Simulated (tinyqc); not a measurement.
Single-junction solar cell, detailed-balance limit: two steps of the calculation.

Every photon above the gap Eg makes one pair and none below is absorbed; carriers thermalise at T and move without loss. Jsc = q fs X Phi(Eg, Ts); the dark current is J0 = q ge Phi(Eg, T)/ERE with the Boltzmann factor exp(V/Vt). The efficiency is the electrical power over fs X sigma Ts^4.

Values chosen for this exercise: cell temperature T = 300 K; external radiative efficiency ERE = 0.001; band gap Eg = 1.3 eV.

Constants: q = 1.602176634e-19 C, kB = 1.380649e-23 J/K, Vt = kB T/q. Results are converted to the units shown.

Question 1. Maximum power point by substitution. v = Vmp/Vt solves (1 + v) exp(v) = 1 + Jsc/J0; v(new) = ln[(1 + Jsc/J0)/(1 + v)].

v at the start = 0
Jsc = 45.469620 mA/cm^2
J0 = 1.0428515e-13 mA/cm^2

Wanted: v after iteration 1.

Answer 1.

v after iteration 1 = 33.71

Question 2. Voltages, fill factor and efficiency. Voc = Vt ln(1 + Jsc/J0), Vmp = v Vt, Jmp = Jsc - J0 (exp(v) - 1), FF = Vmp Jmp/(Voc Jsc), efficiency Vmp Jmp/Pin.

v = 30.266156
Jsc = 45.469620 mA/cm^2
J0 = 1.0428515e-13 mA/cm^2
Pin = 138.60454 mW/cm^2

Wanted: Voc; Eg/q - Voc; Vmp; Jmp; FF; efficiency.

Answer 2.

Voc = 0.8714 V
Eg/q - Voc = 0.4286 V
Vmp = 0.7824 V
Jmp = 44.02 mA/cm^2
FF = 0.8692
efficiency = 24.85 %

Of the voltage deficit, Vt ln(1/ERE) = 179 mV is due to non-radiative recombination.

Program tinyqc, `OMP_NUM_THREADS=1 python tinyqc.py 2820121 2820122 out.jsonl`; Intel Xeon 2.30GHz, shared host, one thread, about 0.01 s.
